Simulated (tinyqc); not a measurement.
Inside a calculation: Slater-Koster d bands of a bcc metal. Values are carried at full precision from step to step, so a last printed digit may differ when a step is redone from the rounded ones.

Slater-Koster d bands. For a bond with direction cosines (l, m, n) the 5 x 5 block is dds Ps + ddp Pp + ddd (1 - Ps - Pp), the projectors on sigma, pi and delta states about the bond; for instance <xy|xy> = 3 l^2 m^2 dds + (l^2 + m^2 - 4 l^2 m^2) ddp + (n^2 + l^2 m^2) ddd, <xy|yz> = 3 l m^2 n dds + l n (1 - 4 m^2) ddp + l n (m^2 - 1) ddd and <3z2-r2|3z2-r2> = (n^2 - (l^2 + m^2)/2)^2 dds + 3 n^2 (l^2 + m^2) ddp + (3/4)(l^2 + m^2)^2 ddd. H(k) sums the blocks times cos(k.R) over the neighbours; the d level is the zero of energy; k in 2 pi/a.

Inputs chosen for the exercise (of the size met in Fe; the results hold for these values, not for the real material):
- dds = -0.641 eV (dd sigma)
- ddp = 0.378 eV (dd pi)
- ddd = -0.071 eV (dd delta)
- f2 = 0.487 (factor on all three integrals for second neighbours)
- k = (0.18, 0.01, 0.17) 2 pi/a (wave vector)
- Nd = 6 (d electrons per atom)

## The block of one bond

Direction (1,1,1)/sqrt3; its eigenvalues must be dds once, ddp twice and ddd twice.

block (eV), lower triangle:
```
             xy       yz       zx   x2-y2  3z2-r2
xy      -0.1612
yz      -0.2399  -0.1612
zx      -0.2399  -0.2399  -0.1612
x2-y2         0  -0.1497   0.1497  0.2283
3z2-r2  -0.1728   0.0864   0.0864       0  0.2283
```

## Levels at Gamma

Neighbours: eight at (a/2)(1,1,1) and equivalents, and six at a(1,0,0) and equivalents with the integrals times f2.

Summing the blocks at k = 0 gives E(t2g) = (8/3) dds + (16/9) ddp + (32/9) ddd + f2 (4 ddp + 2 ddd), E(eg) = (16/3) ddp + (8/3) ddd + f2 (3 dds + 3 ddd).

levels (eV): t2g (threefold) -0.6226, eg (twofold) 0.7864

The t2g level lies lower, by 1.4090 eV.

## The Hamiltonian at one k

Sum over the neighbours.

H(k) (eV), lower triangle:
```
             xy       yz       zx    x2-y2  3z2-r2
xy      -0.4460
yz       0.5232  -0.4215
zx       0.0259   0.0278  -0.6718
x2-y2         0   0.0162  -0.3264   0.6022
3z2-r2   0.0200  -0.0093  -0.1885  -0.1376  0.7300
```

## Levels and character

Diagonalise H; t2g is xy, yz, zx and eg the other two.

levels (eV): -0.9574  -0.7832  0.0914  0.6238  0.8184

weights:
```
     band 1  band 2  band 3  band 4  band 5
t2g   1.000   0.922   1.000   0.078   0.000
eg    0.000   0.078   0.000   0.922   1.000
```

## Levels at points of symmetry

Coordinates: G (0, 0, 0), H (1, 0, 0), N (0.5, 0.5, 0), P (0.5, 0.5, 0.5); the others lie half way.

Levels (eV):
```
k        band 1  band 2  band 3  band 4  band 5
G        -0.623  -0.623  -0.623   0.786   0.786
G-H 0.5  -0.902  -0.069  -0.069   0.208   0.805
H        -2.867  -2.867   1.957   1.957   1.957
N        -1.921  -1.850   0.902   0.907   1.988
P        -0.667  -0.667  -0.667   1.040   1.040
P-G 0.5  -1.317  -1.317   0.828   0.828   0.901
G-N 0.5  -1.236  -1.067   0.642   0.683   0.844
```

On these points the bands run from -2.867 (H) to 1.988 eV (N).

## Second moment and the rectangular band

mu2 = z (dds^2 + 2 ddp^2 + 2 ddd^2)/5 per orbital, with z = 8 + 6 f2^2. A rectangular band with the same mu2 has width W = sqrt(12 mu2), Fermi level W (Nd/10 - 1/2) and bond energy -W Nd (10 - Nd)/20 (Friedel).

mu2 = 1.3319 eV^2
W = 3.9979 eV
Fermi level = 0.3998 eV
bond energy per atom = -4.7974 eV

The bond energy is the attractive part alone; the repulsion between atoms, left out, cancels a large share of it in the cohesive energy.

## Checks

- Levels at Gamma from the formulas against H(0): they agree to 1e-10 or better.
- Second moment from the formula against the mean square level on the mesh: both 1.33191.

(tinyqc, `OMP_NUM_THREADS=1 python tinyqc.py 1480596 1480597 out.jsonl`, Intel(R) Xeon(R) Processor @ 2.30GHz, 1 thread, shared host, about 0.05 s.)
